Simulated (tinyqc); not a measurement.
Worked calculation: plane-wave Kohn-Sham cycle with exchange-only LDA in a layered model solid. One step of it, computed by the program tinyqc.

Question. Iteration 1: Hamiltonian at one k. H(m,m') = (k + G_m)^2/2 delta + V(G_m - G_m'), with V(-G) = V(G).

A solid whose potential varies along x alone (atomic units):
```
parameter                      value
period a                   15.100000
cross-section of the cell  14.000000
electrons per cell                 2
grid points                       16
plane waves -n..n, n               3
k points                           1
V1 in V1 cos(2 pi x/a)     -0.190000
```

V(G_m), m = 0, 1, 2, ... (hartree): -0.208273  -0.095000  0.000000  0.000000  0.000000  0.000000  0.000000

k = 0.000000 2 pi / a

Give: H.

Answer.

H (hartree):
```
        -3      -2      -1      +0      +1      +2      +3
-3   0.571  -0.095   0.000   0.000   0.000   0.000   0.000
-2  -0.095   0.138  -0.095   0.000   0.000   0.000   0.000
-1   0.000  -0.095  -0.122  -0.095   0.000   0.000   0.000
+0   0.000   0.000  -0.095  -0.208  -0.095   0.000   0.000
+1   0.000   0.000   0.000  -0.095  -0.122  -0.095   0.000
+2   0.000   0.000   0.000   0.000  -0.095   0.138  -0.095
+3   0.000   0.000   0.000   0.000   0.000  -0.095   0.571
```
